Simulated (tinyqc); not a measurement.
Comparisons within one model: phonon-assisted absorption at an indirect gap. A value that a table varies takes the place of the one given here.

alpha(E) = sum_j A_j [N_j (E - Eg + w_j)^2 + (N_j + 1)(E - Eg - w_j)^2], each bracket counted only where its base is positive; N_j = 1/(exp(w_j/kB T) - 1). The first term absorbs a phonon and the second emits one; excitons and direct transitions are left out.

Photodiode (Gaertner form with a dead layer): QE = (1 - R) exp(-alpha xj) [1 - exp(-alpha W)/(1 + alpha L)], R = ((nr - 1)/(nr + 1))^2; responsivity = QE/E in A/W for E in eV.

Constants: kB = 8.617333262e-05 eV/K.

Inputs chosen for the exercise (loosely those of Si at room temperature; Eg is not tied to T; shifted at random, so the results belong to these values and not to a real crystal): Eg = 1.134 eV (indirect gap, held fixed unless listed); w = (59.8, 17.5) meV (two zone-edge phonons); A = (2600, 720) 1/(cm eV^2) (their strengths); T = 300 K; nr = 3.64 (refractive index); xj = 0.46 micrometre (dead layer at the surface); W = 23 micrometre (depleted width); L = 20 micrometre (minority diffusion length below it); E = 1.363 eV (photon energy).

## The square root of alpha at three temperatures

The gap is held fixed, so only the phonon occupations change.

sqrt(alpha) (1/cm^(1/2)):
```
E - Eg (eV)    77 K   300 K   600 K
-0.04         0.011   0.335   0.684
-0.02         0.022   0.673   1.375
0.00          0.135   1.118   2.194
0.02          0.291   1.695   3.182
0.04          0.761   2.459   4.366
0.07          1.685   3.852   6.410
0.10          3.202   5.674   8.851
0.15          6.028   9.089  13.325
0.20          8.921  12.647  17.977
0.30         14.750  19.881  27.452
0.45         23.520  30.822  41.801
0.60         32.299  41.794  56.203
```

Below the gap only phonon absorption acts: at E - Eg = -0.02 eV sqrt(alpha) is 0.022, 0.673 and 1.375 at 77, 300 and 600 K. A straight line through the last two rows meets the axis at E - Eg = +0.0482, +0.0286 and +0.0146 eV: the intercept is roughly a weighted mean of the thresholds, not the gap, and it moves from the emission side towards Eg as the occupations grow. At the last row alpha grows by a factor 3.03 from the lowest to the highest temperature at fixed gap.

## Spectral response

Response:
```
E (eV)  wavelength (nm)  alpha (1/cm)  1/alpha (micrometre)  dead layer  collected     QE    A/W
1.15               1078          2.48              4.04e+03       1.000      0.011  0.007  0.006
1.19               1042          10.0                   998       1.000      0.042  0.028  0.024
1.25                992          45.4                   220       0.998      0.174  0.118  0.094
1.33                932           153                  65.5       0.993      0.461  0.310  0.233
1.43                867           384                  26.1       0.983      0.766  0.509  0.356
1.58                785           932                  10.7       0.958      0.959  0.621  0.393
1.78                697      2.04e+03                  4.90       0.910      0.998  0.615  0.345
2.03                611      4.03e+03                  2.48       0.831      1.000  0.562  0.277
2.33                532      7.30e+03                  1.37       0.715      1.000  0.483  0.207
2.73                454      1.32e+04                 0.759       0.545      1.000  0.369  0.135
```

QE is highest, 0.621, at 1.58 eV of those listed and the responsivity at 1.58 eV; reflection alone caps QE at 0.676. Near the gap weak absorption limits it (collected share 0.011); at the top the dead layer passes 0.545. Far above the gap the quadratic law and a constant index are only rough.

## What moves the response

At the energy E. Each row changes one parameter from the base and keeps the others.

Results:
```
case                  alpha (1/cm)      QE
base                         217.1  0.3862
Eg = 1.114 eV                261.8  0.4280
T = 350 K                    249.7  0.4175
W = 46 micrometre            217.1  0.4976
L = 10 micrometre            217.1  0.3357
xj = 0.92 micrometre         217.1  0.3824
nr = 3.82                    217.1  0.3756
```

The largest shifts from the base row, up to three for each result and ties (the steps differ in size, so this ranks the rows, not the parameters). alpha (1/cm): Eg +44.7, T +32.6; unchanged at the printed digits by W, L, xj and nr. QE: W +0.1114, L -0.0505, Eg +0.0418.

Run: tinyqc, `OMP_NUM_THREADS=1 python tinyqc.py 1680440 1680441 out.jsonl`; Intel(R) Xeon(R) Processor @ 2.30GHz, one thread, shared host; about 0.01 s of CPU time with all checks.
